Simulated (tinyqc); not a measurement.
Inside a calculation. Method: RKS/exchange-only LDA in the sto-6g basis, for H2, spin multiplicity 1. One step of it, computed by the program tinyqc.

Task: Iteration 2: DIIS coefficients. Solve [B -1; -1 0][c; lambda] = [0; -1] for the coefficients, which sum to one.

B (overlaps of the stored error matrices):
```
[[2.4513709e-02, 1.1756604e-01],
 [1.1756604e-01, 5.6383859e-01]]
```

Give: DIIS coefficients.

Result:

DIIS coefficients: [1.2634, -0.2634]
